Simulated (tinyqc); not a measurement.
Thermionic-field emission through a Schottky barrier, WKB: two steps of the calculation.

Metal on an n-type semiconductor with one parabolic valley; V > 0 is forward bias (metal positive). Energies E are counted from the conduction edge of the neutral semiconductor, whose Fermi level lies at -xi; that of the metal lies at -xi - V. The barrier is a parabola of height Vd = phi - xi - V (depletion approximation, no image force).

Parameters, values chosen for the exercise; band and dielectric values close to those of indium phosphide:
- T = 300 K (temperature)
- me = 0.0795 m0 (electron mass)
- eps_r = 12.3 (relative permittivity)
- phi = 0.44 eV (barrier height seen from the metal)
- Nd = 2.1e18 cm^-3 (donor density)
- V = 0.078 V (bias)
- nE = 13 (points of the energy grid)
- Eb = 0.53 eV (upper end of the energy grid)

Constants: q = 1.602176634e-19 C, kB = 1.380649e-23 J/K, hbar = 1.054571817e-34 J s, h = 6.62607015e-34 J s, m0 = 9.1093837015e-31 kg, Vt = kB T/q, eps0 = 8.8541878128e-14 F/cm where lengths are in cm. Results are converted to the units shown.

Problem 1. Fermi level, barrier and E00. Nc = 2 (2 pi me m0 kB T/h^2)^1.5 (times 1e-6 for cm^-3); Nd = Nc F12(-xi/Vt), F12(x) = (2/sqrt(pi)) int_0^infinity sqrt(u)/(1 + exp(u - x)) du; E00 = (hbar/2) sqrt(Nd/(me m0 eps0 eps_r)) in SI units (volts). W = sqrt(2 eps0 eps_r Vd/(q Nd)).

Give: Nc; xi; Vd; W; E00; E00/Vt.

Solution 1.

Nc = 5.625e17 cm^-3
xi = -0.06657 eV
Vd = 0.4286 V
W = 16.66 nm
E00 = 27.21 meV
E00/Vt = 1.052

By a common rule of thumb, E00/Vt below 0.5 marks thermionic emission, 0.5 to 5 thermionic-field emission and above 5 field emission. By that rule alone: thermionic-field emission; with a high barrier, tunnelling near its top can carry most of the current even below 0.5.

Problem 2. Current density on a coarse grid. For E < Vd, ln T(E) = -(Vd/E00) [sqrt(1 - y) - y ln((1 + sqrt(1 - y))/sqrt(y))], y = E/Vd; T(E) = 1 above. J = A* T (q/kB) int_0^infinity T(E) N(E) dE, N = ln[(1 + exp((-xi - E)/Vt))/(1 + exp((-xi - V - E)/Vt))], A* = 4 pi q me m0 kB^2/h^3 (times 1e-4 for A/(cm^2 K^2)). Simpson's rule on nE equally spaced points from 0 to Eb.

xi = -0.066573355 eV
Vd = 0.42857335 V
E00 = 27.208264 meV

Find: E; T(E); N; T(E) N; J.

Solution 2.

```
point  E (eV)      T(E)         N    T(E) N
0      0.0000  1.443e-7     2.152  3.105e-7
1      0.0442  6.195e-6     1.107  6.861e-6
2      0.0883  8.251e-5    0.3375  2.785e-5
3      0.1325  6.838e-4   0.07136  4.880e-5
4      0.1767  0.004071   0.01335  5.435e-5
5      0.2208   0.01855  0.002433  4.515e-5
6      0.2650   0.06689  4.412e-4  2.951e-5
7      0.3092    0.1935  7.995e-5  1.547e-5
8      0.3533    0.4485  1.448e-5  6.496e-6
9      0.3975    0.8121  2.624e-6  2.131e-6
10     0.4417     1.000  4.752e-7  4.752e-7
11     0.4858     1.000  8.609e-8  8.609e-8
12     0.5300     1.000  1.559e-8  1.559e-8
```

J = 348.5 A/cm^2

The integrand peaks at E = 0.177 eV among these points, 0.41 of the barrier height.

Range of the model: The depletion approximation, a parabolic band and the neglect of image-force lowering make these currents estimates at high doping.

Program tinyqc, `OMP_NUM_THREADS=1 python tinyqc.py 2640164 2640165 out.jsonl`; Intel Xeon 2.30GHz, shared host, one thread, about 0.05 s.
